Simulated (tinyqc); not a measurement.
Changing the pulse length t_p: switching kinetics of a ferroelectric film and the memory window of a ferroelectric gate stack. Computed by tinyqc, a small Python program. Command: `OMP_NUM_THREADS=1 python tinyqc.py 3014282 3014283 out.jsonl feswitch sweep`. One thread of a shared host (Intel(R) Xeon(R) Processor @ 2.30GHz), about 0.03 s of CPU time with the checks.

Fields in MV/cm; 1 microcoulomb/cm^2 over eps_0 is 11.29409 MV/cm. In the stack (metal, ferroelectric, interlayer, channel) the channel is taken as a conductor.

Inputs (values chosen for the exercise, for a model hafnia-based film):
```
quantity                                   value               unit
saturation polarisation P_s                   28  microcoulomb/cm^2
ratio P_r/P_s                               0.72                  -
coercive field E_c                           1.5              MV/cm
permittivity of the ferroelectric eps_F       20                  -
thickness t_F                                 17                 nm
permittivity of the interlayer eps_I         3.9                  -
interlayer thickness t_I                    0.68                 nm
share s of P screened by trapped charge     0.52                  -
pulse height V                               6.4                  V
time constant t_inf                      2.1e-11                  s
activation field E_a                          12              MV/cm
Merz exponent alpha                            1                  -
dimension n                                    2                  -
half width w of log10 t                      0.9                  -
breakdown field of the interlayer             10              MV/cm
```

Kinetics: nucleation-limited (NLS).

Method. Series stack: V = E_F t_F + E_I t_I and eps_I E_I = eps_F E_F + (1 - s) P/eps_0. Before switching P = -P_r, after it P = +P_s; in retention V = 0 and P = +P_r. Merz's law: t1 = t_inf exp[(E_a/E)^alpha] at the mean of the fields before and after switching. NLS: switched share = integral of [1 - exp(-(t/tau)^n)] F(z) dz over z = log10 tau, with the Lorentzian F = (1/pi) w/[(z - log10 t1)^2 + w^2].

One run for each value:
```
pulse length t_p (s)  switched share
1.00e-09                      0.5085
1.00e-08                      0.7659
1.00e-07                      0.8656
1.00e-06                      0.9075
1.00e-05                      0.9298
1.00e-04                      0.9435
1.00e-03                      0.9528
1.00e-02                      0.9594
1.00e-01                      0.9644
1.00e+00                      0.9684
```

Describe the trends.

Over the rows, switched share rises from 0.509 to 0.968 (exponent d ln y / d ln x 0.18 between the first rows and 0.0018 between the last).

Caution (all rows): the interlayer field exceeds its breakdown field, so charge injection would change the fields. Caution (all rows): the field changes much during switching, so one mean field is a crude stand-in.
